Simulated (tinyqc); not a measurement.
# Magnetoresistance against angle

Conductance G = G0 (1 + P1 P2 cos(phi)) at low bias, phi the angle between the magnetisations, normalised to Rp = RA/area at phi = 0.

Values chosen for this exercise:
- Dm = 60 nm (diameter)
- P1 = 0.66 (spin polarisation of the reference layer)
- P2 = 0.74 (spin polarisation of the free layer)
- RA = 6.1 ohm um^2 (resistance-area product, parallel state)

Result of one run:
```
R (kohm),R/Rp - 1 (%),share of the full TMR (%)
2.752,27.54,14.42
```

Which angle phi gave this result: 20, 70, 110, 135 or 180 degree?

phi = 70 degree.

The whole series:
```
phi (degree),R (kohm),R/Rp - 1 (%),share of the full TMR (%)
0,2.157,0,0
20,2.201,2.019,1.057
45,2.387,10.63,5.569
70,2.752,27.54,14.42
90,3.211,48.84,25.58
110,3.855,78.69,41.21
135,4.905,127.4,66.70
160,5.935,175.1,91.70
180,6.277,190.9,100.0
```

R rises from 2.16 to 6.28 kohm, TMR0 = 191 %. It is the conductance that follows cos(phi), so at 90 degrees R has covered only (1 - P1 P2)/2 = 25.6 % of its range.

Computed by the program tinyqc: `OMP_NUM_THREADS=1 python tinyqc.py 2450051 2450052 out.jsonl`, one thread of a shared Intel Xeon 2.30GHz, about 0.01 s for the whole run.
